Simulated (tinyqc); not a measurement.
Thin-body transistor below threshold, two-dimensional Poisson equation on a small mesh: two steps of the calculation.

A thin body on a thick buried insulator of low permittivity, taken as carrying no normal field at the bottom of the body (row 0). Mobile charge is neglected (subthreshold), the body is fully depleted, and potentials are counted from the intrinsic level; rows run upward to the gate, columns from source to drain.

Values chosen for this exercise; semiconductor permittivity close to that of silicon: relative permittivity of the semiconductor eps_r = 11.8; relative permittivity of the insulator eox = 3.9; body thickness tb = 3 nm; insulator thickness tox = 1.9 nm; channel length L = 25 nm; acceptor density of the depleted body Na = 2.6e18 cm^-3.

Constants: q = 1.602176634e-19 C, eps0 = 8.8541878128e-14 F/cm where lengths are in cm. Results are converted to the units shown.

Task 1. Coefficients of the five-point equations. Mesh: rows i = 0..2 in the semiconductor (step hs = tb/2, row 2 on the interface), then 2 step(s) ho = tox/2 up to the gate row 4; columns j = 0..5 (step hy = L/5). Box integration, divided by eps0: up_i = eps hy/h of the interval above row i, dn_i = that of the interval below (0 for row 0), lat_i = (sum of eps h/2 over the intervals above and below)/hy, s_i = -q Na w_i hy/eps0 with w_i the semiconductor height of the box (hs/2 for row 0 and the interface row, hs between, 0 in the insulator). Each free node obeys (up + dn + 2 lat) psi = up psi(above) + dn psi(below) + lat [psi(left) + psi(right)] + s.

Wanted: up; dn; lat; s.

Result 1.

| row | up | dn | lat | s (V) |
|---|---|---|---|---|
| 0 | 39.333 | 0 | 1.7700 | -0.17643 |
| 1 | 39.333 | 39.333 | 3.5400 | -0.35285 |
| 2 | 20.526 | 39.333 | 2.1405 | -0.17643 |
| 3 | 20.526 | 20.526 | 0.74100 | 0 |

Task 2. Over-relaxation sweep (omega = 1.5). Free nodes: rows 0..3, columns 1..4, taken row by row from row 0, left to right. t = (up psi(above) + dn psi(below) + lat [psi(left) + psi(right)] + s)/(up + dn + 2 lat), with the newest neighbours; psi(new) = psi + 1.5 (t - psi).

psi after iteration 1 (V):

|  | j=0 | j=1 | j=2 | j=3 | j=4 | j=5 |
|---|---|---|---|---|---|---|
| row 0 | 0.47000000 | 0.02293287 | -0.00475248 | -0.00646694 | 0.05349570 | 0.97000000 |
| row 1 | 0.47000000 | 0.03871237 | -0.00704536 | -0.01105865 | 0.09002032 | 0.97000000 |
| row 2 | 0.47000000 | 0.05501100 | -0.00785291 | -0.01469139 | 0.12650035 | 0.97000000 |
| row 3 | 0.25500000 | 0.07543903 | 0.02524161 | 0.01897971 | 0.13421679 | 0.50500000 |
| row 4 | 0.04000000 | 0.04000000 | 0.04000000 | 0.04000000 | 0.04000000 | 0.04000000 |

| row | up | dn | lat | s (V) |
|---|---|---|---|---|
| 0 | 39.333333 | 0 | 1.77 | -0.17642750 |
| 1 | 39.333333 | 39.333333 | 3.54 | -0.35285500 |
| 2 | 20.526316 | 39.333333 | 2.1405000 | -0.17642750 |
| 3 | 20.526316 | 20.526316 | 0.741 | 0 |

Give: psi after iteration 2.

Result 2.

psi after iteration 2 (V):

|  | j=0 | j=1 | j=2 | j=3 | j=4 | j=5 |
|---|---|---|---|---|---|---|
| row 0 | 0.47000 | 0.06445 | -0.00990 | -0.01546 | 0.15007 | 0.97000 |
| row 1 | 0.47000 | 0.08534 | -0.01027 | -0.01645 | 0.19817 | 0.97000 |
| row 2 | 0.47000 | 0.10621 | 0.00705 | 0.00389 | 0.22809 | 0.97000 |
| row 3 | 0.25500 | 0.07544 | 0.02391 | 0.02641 | 0.14084 | 0.50500 |
| row 4 | 0.04000 | 0.04000 | 0.04000 | 0.04000 | 0.04000 | 0.04000 |

Program tinyqc, `OMP_NUM_THREADS=1 python tinyqc.py 2480114 2480115 out.jsonl`; Intel Xeon 2.30GHz, shared host, one thread, about 0.1 s.
